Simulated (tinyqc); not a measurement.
Classical Heisenberg spin chain: exact results, Metropolis, heat-bath and over-relaxation steps, and a Monte Carlo run. From u back to temperature T. Computed by tinyqc, a small Python program. Command: `OMP_NUM_THREADS=1 python tinyqc.py 3130538 3130539 out.jsonl heismc inv`. One thread of a shared host (Intel(R) Xeon(R) Processor @ 2.30GHz), about 0.01 s of CPU time with the checks.

E = -J sum_i s_i . s_(i+1) for unit vectors s_i on an open chain; K = J/(k_B T).

Inputs (values chosen for the exercise, for a model chain of large moments): coupling J = -15 meV; moment mu = 5.2 mu_B.

Constants: k_B = 8.617333262e-05 eV/K; mu_B = 5.7883818060e-05 eV/T.

Method. Each bond angle is independent, so u = <s_i . s_(i+1)> = coth K - 1/K, <s_i . s_(i+n)> = u^n, correlation length xi = -1/ln|u|, energy per bond -J u, heat capacity per bond c/k_B = 1 - K^2/sinh^2 K, and for the long chain chi = mu^2 (1 + u)/(3 k_B T (1 - u)) per spin.

Question. A run gave the result below. Find the temperature T, known to lie between 40 and 76 K.

u = -0.6589981

Answer.

Each step takes the trial c = (a f_b - b f_a)/(f_b - f_a), f being the result less the target and a, b, c the logarithms of the listed values; c replaces end b, the old b replaces a if the sign of f changed, and otherwise f_a is halved.

Scan of the range:
```
temperature T (K),u
40.0,-0.770537
44.5,-0.745153
49.5,-0.717394
55.1,-0.687069
61.4,-0.654184
68.3,-0.619928
76.0,-0.584095
```

False position (Illinois rule, in the logarithm of the input) inside the bracket:
```
step,end a,end b,trial,u
1,55.1000,61.4000,60.4345,-0.659129
2,61.4000,60.4345,60.4599,-0.658999
3,61.4000,60.4599,60.4601,-0.658998
4,60.4599,60.4601,60.4600,-0.658998
```

u rises at every point of a 13-point scan of the range (every second point is shown), so one value fits; it is bracketed by 55.1 and 61.4. Answer: temperature T = 60.46 K.
